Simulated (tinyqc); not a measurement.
Surface orientation: inversion layer as a triangular well, valleys of the Si type.

Six ellipsoidal valleys with their long axes along the cube axes, mass ml along the axis and mt across it. For a valley whose axis makes the angle theta with the surface normal, 1/m_z = cos^2(theta)/ml + sin^2(theta)/mt sets the confinement; in the plane the masses are m_1 = mt and m_2 = ml mt/m_z, and m_d = sqrt(m_1 m_2).

The field is taken as constant, e F = 4 pi (e^2/4 pi eps0)(Nd + eta Ns)/eps, with 1e12/cm^2 = 1e-4/angstrom^2, and the oxide as a hard wall at z = 0; c = hbar^2/2m0.

Level j of a valley lies at E_j = a_j (c (e F)^2/m_z)^(1/3) above the band edge at the surface, with the Airy zeros a_j = 2.338107, 4.087949, 5.520560, 6.786708, 7.944134, 9.022651, 10.040174, 11.008524, 11.936016, 12.828777, and has <z> = 2 E_j/(3 e F).

Subband i holds n_i = g m_d/(2 pi c) kB T ln(1 + exp((EF - E_i)/kB T)) (spin included), and EF is fixed by sum n_i = Ns over the levels listed or, where none are listed, over j = 0 to 9 of each group; 1e12/cm^2 = 1e-4/angstrom^2.

Constants: hbar^2/2m0 = 3.80998211 eV angstrom^2; e^2/(4 pi eps0) = 14.39964547 eV angstrom; kB = 8.617333262e-05 eV/K.

Parameters, chosen for this exercise (near those of Si; the results hold for these values, not for the real material): ml = 0.904 m0 (longitudinal mass); mt = 0.194 m0 (transverse mass); eps = 11.6 (dielectric constant); Nd = 0.17 x 1e12/cm^2 (depletion charge); eta = 0.75 (share of Ns in the effective field); Ns = 5.3 x 1e12/cm^2 (electron sheet density); T = 300 K (temperature).

The same densities on four faces. m_c is the conductivity mass averaged over directions in the plane: 1/m_c = sum n_i (1/m_1 + 1/m_2)/2 / Ns.

Cases:

| face |
|---|
| (100) |
| (110) |
| (111) |
| (211) |

Rank the cases by <z> (angstrom), lowest first.

Answer: (100), (211), (110), (111).

Results:

| face | valleys of lowest | lowest E (eV) | EF (eV) | share of lowest (%) | <z> (angstrom) | m_c (m0) |
|---|---|---|---|---|---|---|
| (100) | 2 | 0.1311 | 0.1446 | 78.2 | 15.5 | 0.209 |
| (110) | 4 | 0.1854 | 0.1595 | 83.2 | 19.8 | 0.292 |
| (111) | 6 | 0.1979 | 0.1625 | 99.6 | 20.5 | 0.301 |
| (211) | 2 | 0.1710 | 0.1586 | 56.8 | 19.4 | 0.285 |

The lowest level is deepest on (100), where a valley axis lies closest to the normal, and the lightest conductivity mass is on (100) (0.209 m0, against 0.301 m0 on (111)). EF, counted from the band edge at the surface, is lowest on (100) and spans 18 meV.

Computed by tinyqc, a small Python program: `OMP_NUM_THREADS=1 python tinyqc.py 1252639 1252640 out.jsonl` (the numbers bound the seed that draws the inputs); one thread of a shared host (Intel(R) Xeon(R) Processor @ 2.30GHz), about 0.03 s for the whole set of steps.
